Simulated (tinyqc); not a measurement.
Worked calculation: Lorentz oscillators and the Kramers-Kronig relations. Values are carried at full precision from step to step, so a last printed digit may differ when a step is redone from the rounded ones.

eps(E) = 1 + sum_j S_j/(E0_j^2 - E^2 - i G_j E).

Constants: hbar c = 1973.269805 eV angstrom; hbar^2/2m0 = 3.80998211 eV angstrom^2; e^2/(4 pi eps0) = 14.39964547 eV angstrom.

Parameters, chosen for this exercise: E0 = (5.71, 9.19) eV (resonances); G = (0.88, 2.29) eV (widths); S = (59.6, 98.5) eV^2 (strengths); E = 11.39 eV (photon energy); h = 0.4 eV (grid step); M = 40 (grid points E_j = j h); i = 12 (grid index at which eps1 is wanted).

## Dielectric function at one energy

Evaluate each oscillator and the sum.

terms: [-0.6072+0.0627i, -1.6334+0.9410i]

eps(E) = -1.2406+1.0037i
eps(0) = 3.9943

## Optical constants

n + i k = sqrt(eps1 + i eps2) with k >= 0; R = ((n - 1)^2 + k^2)/((n + 1)^2 + k^2) at normal incidence from vacuum; alpha = 2 E k/(hbar c), times 1e8 for 1/cm; loss function Im(-1/eps) = eps2/(eps1^2 + eps2^2).

Convert eps at the photon energy E into the optical constants.

n = 0.4214
k = 1.1909
R = 0.5098
alpha = 1.37e+06 1/cm
loss function = 0.3941
vacuum wavelength hc/E (hc = 1239.841984 eV nm) = 108.9 nm

The intensity falls to 1/e within 7.27 nm. eps1 is negative, so k exceeds n, as in a metal below its plasma energy; R is 0.51.

## Absorptive part on the grid

Tabulate eps2 at E_j = j h.

eps2(E_j), j = 1 .. M: [0.0326, 0.0667, 0.1040, 0.1465, 0.1972, 0.2606, 0.3440, 0.4601, 0.6337, 0.9174, 1.4408, 2.5811, 5.5961, 11.7929, 8.5184, 3.9910, 2.5090, 2.1366, 2.2763, 2.7983, 3.6593, 4.5824, 4.8490, 4.1296, 3.0582, 2.1719, 1.5579, 1.1482, 0.8715, 0.6797, 0.5426, 0.4419, 0.3660, 0.3076, 0.2618, 0.2252, 0.1955, 0.1712, 0.1510, 0.1340]

## eps1 at one grid point

Kramers-Kronig: eps1(E) = 1 + (2/pi) P integral_0^infinity E1 eps2(E1)/(E1^2 - E^2) dE1. Maclaurin rule on the grid E_j = j h, j = 1 .. M: eps1(E_i) = 1 + (4 h/pi) sum over j with j - i odd of E_j eps2(E_j)/(E_j^2 - E_i^2); nothing is added above E_M.

List the terms E_j eps2_j/(E_j^2 - E_i^2) for j - i odd, add them and form eps1.

terms in order of j (1/eV): [-0.0006, -0.0058, -0.0207, -0.0634, -0.2263, -1.7227, 7.2750, 3.9437, 0.7354, 0.4983, 0.6469, 0.7242, 0.3974, 0.1798, 0.0907, 0.0515, 0.0320, 0.0212, 0.0148, 0.0107]

sum = 12.582 1/eV
eps1(E_i) = 7.408

The oscillator formula gives 7.769 at E_i = 4.8 eV. The rule samples every 2h = 0.8 eV against a narrowest width of 0.88 eV and stops at 16 eV; coarse sampling and the missing tail make the difference.

## The f-sum on the grid

W(E_M) = (2/pi) h sum_j E_j eps2_j, with half weight on the last point; the full integral equals sum S_j = (hbar omega_p)^2, and the electron density follows from (hbar omega_p)^2 = 8 pi c (e^2/(4 pi eps0)) N with c = hbar^2/2m0.

W(E_M) = 144.17 eV^2
sum S = 158.10 eV^2
share reached on this grid (a step near the line widths can inflate it) = 0.912
hbar omega_p = 12.574 eV
N = 1.15e+23 1/cm^3

## Checks

- The value of eps1 at 11.440 eV from a fine, long grid (with the tail of eps2 ~ 1/E^3 added) against the oscillator formula: both -1.21.

Program tinyqc; command `OMP_NUM_THREADS=1 python tinyqc.py 1682280 1682281 out.jsonl`; about 0.1 s on one thread of a shared Intel(R) Xeon(R) Processor @ 2.30GHz.
